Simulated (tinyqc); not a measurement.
Partial widths from the peak.

Inverse problem. A Breit-Wigner resonance has total width G = GL + GR and peak transmission Tp = 4 GL GR/G^2. GL is known to be the larger. Find GL, GR and the lifetime hbar/G.

Constants: q = 1.602176634e-19 C, hbar = 1.054571817e-34 J s. Results are converted to the units shown.

G = 5.5514154 meV
Tp = 0.89620206

Answer. GL and GR have the sum G and the product Tp G^2/4, so they are (G/2)(1 +/- sqrt(1 - Tp)).

GL = 3.67 meV
GR = 1.88 meV
lifetime = 119 fs

tinyqc, about 0.2 s, one thread, Intel Xeon 2.30GHz (shared host): `OMP_NUM_THREADS=1 python tinyqc.py 2600122 2600123 out.jsonl`
